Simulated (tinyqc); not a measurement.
Full spectrum, Debye and Einstein heat capacities: Born-von Karman spring model of a cubic crystal with one atom per cell. Computed by tinyqc, a small Python program. Command: `OMP_NUM_THREADS=1 python tinyqc.py 3031219 3031220 out.jsonl springs walk`. One thread of a shared host (Intel(R) Xeon(R) Processor @ 2.30GHz), about 0.2 s of CPU time with the checks.

First neighbours lie at a (1,0,0) (6 of them), second at a (1,1,0) (12), with all permutations and signs; the volume per atom is Omega = a^3.

Inputs (values chosen for the exercise, for a model crystal):
```
quantity               value           unit
lattice constant a      2.86       angstrom
atomic mass M            170              u
radial spring k1L      0.413  eV/angstrom^2
transverse spring k1T      0  eV/angstrom^2
radial spring k2L       0.25  eV/angstrom^2
transverse spring k2T      0  eV/angstrom^2
```

Lattice: sc.

Constants: 1 eV/angstrom^3 = 160.2176634 GPa; u = 1.6605390666e-27 kg; hbar = 1.054571817e-34 J s; k_B = 1.380649e-23 J/K; nu for 1 eV/(angstrom^2 u) = 15.6333042 THz; h x 1 THz = 4.135667696 meV; k_B = 8.617333262e-05 eV/K.

Method:
- [ij,kl] = (1/(2 Omega)) sum_R K_ij R_k R_l; C11 = [xx,xx], C44 = [xx,yy], C12 = 2 [xy,xy] - C44; B = (C11 + 2 C12)/3; Zener ratio A = 2 C44/(C11 - C12). K(R) = kL n n^T + kT (1 - n n^T).
- rho = M/Omega and v = sqrt(C/rho), with C = C11, C44, C44 along [100]; (C11 + C12 + 2 C44)/2, C44, (C11 - C12)/2 along [110]; (C11 + 2 C12 + 4 C44)/3 and twice (C11 - C12 + C44)/3 along [111].
- Christoffel matrix G_xx = C11 n_x^2 + C44 (1 - n_x^2), G_xy = (C12 + C44) n_x n_y, with eigenvalues rho v^2; v_m^-3 is the mean of v^-3 over three branches and all directions (12 Gauss-Legendre points in cos(theta) times 24 angles phi = (j + 1/2) pi/12); q_D = (6 pi^2/Omega)^(1/3); Theta = hbar v_m q_D/k_B.
- A neighbour at R with unit vector n couples by the matrix K(R) = kL n n^T + kT (1 - n n^T), and D(q) = (1/M) sum_R K(R) [1 - cos(q.R)].
- An eigenvalue lambda of D in eV/(angstrom^2 u) gives nu = 15.6333042 THz x sqrt(lambda).
- Mesh: q = sum_i (m_i + 1/2)/n b_i, m_i = 0..n-1, with b = [[1.0, 0.0, 0.0], [0.0, 1.0, 0.0], [0.0, 0.0, 1.0]] in 2 pi/a; sums are averages over the n^3 points (here n = 14), per atom.
- With x = h nu/(k_B T) and n = 1/(exp(x) - 1) for each mode: F = k_B T [x/2 + ln(1 - exp(-x))], U = k_B T x (n + 1/2), S/k_B = x n - ln(1 - exp(-x)), C/k_B = x^2 n (n + 1).
- Debye: C = 9 k_B (T/Theta)^3 int_0^(Theta/T) x^4 e^x/(e^x - 1)^2 dx with the elastic Theta. Einstein: three modes at the root-mean-square frequency. The last column is the Theta that makes the Debye formula give the full C at that T.

elastic Debye temperature = 131.549 K

root-mean-square frequency = 1.6202 THz

Heat capacity (k_B/atom):
```
T (K)  full spectrum   Debye  Einstein  Theta from C (K)
16            0.6977  0.3866    0.5578            102.41
24            1.4171  0.9456    1.3360            101.03
33            1.9632  1.5153    1.9263            100.66
46            2.3902  2.0584    2.3772            100.51
66            2.6794  2.4793    2.6758            100.44
99            2.8512  2.7510    2.8504            100.41
130           2.9124  2.8518    2.9121            100.40
200           2.9625  2.9361    2.9625            100.39
```

The apparent Theta runs from 100 to 102 K against the elastic 132 K; at high T it tends to sqrt(5/3) h nu_rms/k_B = 100 K. At the lowest T the Debye value is 0.55 and the Einstein value 0.80 times the full one; dispersion bends the branches below the sound lines, so the real spectrum has more low modes than Debye assumes. At the highest T Debye misses by 0.89 % and Einstein by 0.0017 %.

Extremes, crossings and ranges named in words are read from the listed rows.
